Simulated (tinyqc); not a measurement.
Changing the film thickness L: heat flow across a film from the phonon Boltzmann equation in the relaxation-time approximation. Computed by tinyqc, a small Python program. Command: `OMP_NUM_THREADS=1 python tinyqc.py 3008212 3008213 out.jsonl slabbte sweep`. One thread of a shared host (Intel(R) Xeon(R) Processor @ 2.30GHz), about 0.04 s of CPU time with the checks.

Two black walls, hot at x = 0 and cold at x = L, emit phonons isotropically. For one free path Lambda, with tau = x/Lambda, tau_L = L/Lambda and phi = (T - T_cold)/Delta T, energy balance gives phi(tau) = (1/2) [E2(tau) + int_0^tau_L phi(s) E1(|tau - s|) ds]; E_n are the exponential integrals. The flux over the ballistic flux C v Delta T/4 is psi = 1 - 2 int_0^tau_L phi(s) E2(s) ds, and kappa_eff/kappa = (3/4) tau_L psi. kappa = C v Lambda/3 is an input, so at fixed kappa a longer free path means a smaller C v.

Inputs (values chosen for the exercise, modelled on germanium):
```
quantity                             value     unit
bulk conductivity kappa               57.6  W/(m K)
wall temperature difference Delta T     18        K
free path Lambda_1                      72       nm
cells n in the small system              6        -
```

Free-path groups: one.

Method:
- Cut the film into n equal cells with constant phi, collocated at the centres c_i: the kernel integrates to A_ij = |E2(|c_i - e_j|) - E2(|c_i - e_(j+1)|)|/2 for cell edges e_j, and A_ii = 1 - E2(half a cell); solve (1 - A) phi = E2(c)/2; psi = 1 - 2 sum_j phi_j [E3(e_j) - E3(e_(j+1))].
- Use 150 and 300 cells and extrapolate psi = (4 psi(300) - psi(150))/3. The jump at the hot wall is 1 - phi there (linear extrapolation from the first two of 300 cells). Two-flux (diffusion with slip) formula: psi = 1/(1 + 3 tau_L/4).
- Each group is solved on its own with 150 and 300 cells, psi = (4 psi(300) - psi(150))/3, and weighted by its share of kappa.
- Flux J = kappa_eff Delta T/L; apparent boundary resistance per wall (L/kappa_eff - L/kappa)/2.

One run for each value; columns: (1) film thickness L (nm); (2) kappa_eff (W/(m K)); (3) flux J (GW/m^2); (4) jump at the wall / Delta T for Lambda_1; (5) apparent resistance per wall (m^2 K/GW):
```
(1)      (2)     (3)      (4)      (5)
1.4    0.824  10.600  0.47866  0.83692
3      1.731  10.388  0.46192  0.84036
6.3    3.497   9.990  0.43525  0.84618
13     6.717   9.300  0.39554  0.85487
27    12.266   8.177  0.33932  0.86623
57    20.763   6.557  0.26678  0.87786
120   31.135   4.670  0.18824  0.88543
250   40.877   2.943  0.11858  0.88781
520   48.132   1.666  0.06743  0.88796
1100  52.704   0.862  0.03525  0.88712
```

Describe and explain the trends.

Over the rows, kappa_eff (W/(m K)) rises from 0.824 to 52.7 (exponent d ln y / d ln x 0.97 between the first rows and 0.12 between the last); flux J (GW/m^2) falls from 10.6 to 0.862 (exponent d ln y / d ln x -0.027 between the first rows and -0.88 between the last); jump at the wall / Delta T for Lambda_1 falls from 0.479 to 0.0353 (exponent d ln y / d ln x -0.047 between the first rows and -0.87 between the last). At the low end the exponent of kappa_eff is 0.97, close to 1: the ballistic limit. At the low end the exponent of flux J is -0.03, close to 0: the ballistic flux does not depend on L. In thin films phonons cross without scattering: the flux is bounded by what the walls emit, and Delta T drops in two jumps of one half each. In thick films the jumps shrink as Lambda/L and the apparent wall resistance tends to a constant.

Caution (rows 1.40, 3.00, 6.30): below about 10 nm the film nears the phonon wavelength, and a particle picture fails.

Extremes, crossings and ranges named in words are read from the listed rows.
